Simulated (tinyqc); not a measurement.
Undoped gate-all-around wire MOSFET, analytic charge model: one step of the calculation.

An undoped round wire of radius R under an insulator shell and a surrounding gate; long channel, electrons only, n = ni exp((psi - V)/Vt) with V the quasi-Fermi potential (0 at the source, Vd at the drain), constant mobility, no quantisation. The radial Poisson equation gives n(r) = n(0)/(1 - (1 - b) r^2/R^2)^2 with b = Q0/(Q + Q0). Q is the electron charge per area of the wire surface.

Task. Constants of the wire. ni = sqrt(Nc Nv) exp(-Eg/(2 Vt)), Eg in volts; Cox = eps0 eox/(R ln(1 + tox/R)); Q0 = 4 eps0 eps_r Vt/R; V0 = dphi + Vt ln[8 eps0 eps_r Vt/(q ni R^2)].

Inputs (values chosen for the exercise); material values close to those of silicon: temperature T = 300 K; band gap Eg = 1.13 eV; relative permittivity of the semiconductor eps_r = 11.5; conduction-band density of states at T Nc = 2.85e19 cm^-3; valence-band density of states at T Nv = 2.64e19 cm^-3; relative permittivity of the gate insulator eox = 9.01; insulator thickness tox = 2 nm; wire radius R = 5 nm; gate work function less that of the intrinsic body dphi = 0.03 V.

Constants: q = 1.602176634e-19 C, kB = 1.380649e-23 J/K, Vt = kB T/q, eps0 = 8.8541878128e-14 F/cm where lengths are in cm. Results are converted to the units shown.

Find: ni; Cox; Q0; V0.

Result.

ni = 8.844e9 cm^-3
Cox = 4.742 uF/cm^2
Q0 = 210.6 nC/cm^2
V0 = 0.5523 V

Numbers from tinyqc (`OMP_NUM_THREADS=1 python tinyqc.py 2460064 2460065 out.jsonl`; about 0.02 s on one thread of a shared Intel Xeon 2.30GHz).
